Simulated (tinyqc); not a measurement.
# Tunnel rates from the two plateau currents

Problem. With only the 0-1 transition of a spin-degenerate level in the bias window, I = 2 q G_in G_out/(2 G_in + G_out). Find GL and GR.

Constants: q = 1.602176634e-19 C. Results are converted to the units shown.

sizes of the plateau currents for electrons entering from the left and from the right (pA): 95.233705  122.30995

Answer. q/I(left) = 1/GR + 1/(2 GL) and q/I(right) = 1/GL + 1/(2 GR) are linear in 1/GL and 1/GR.

GL = 1.60 1/ns
GR = 0.730 1/ns

Numbers from tinyqc (`OMP_NUM_THREADS=1 python tinyqc.py 2780135 2780136 out.jsonl`; about 0.01 s on one thread of a shared Intel Xeon 2.30GHz).
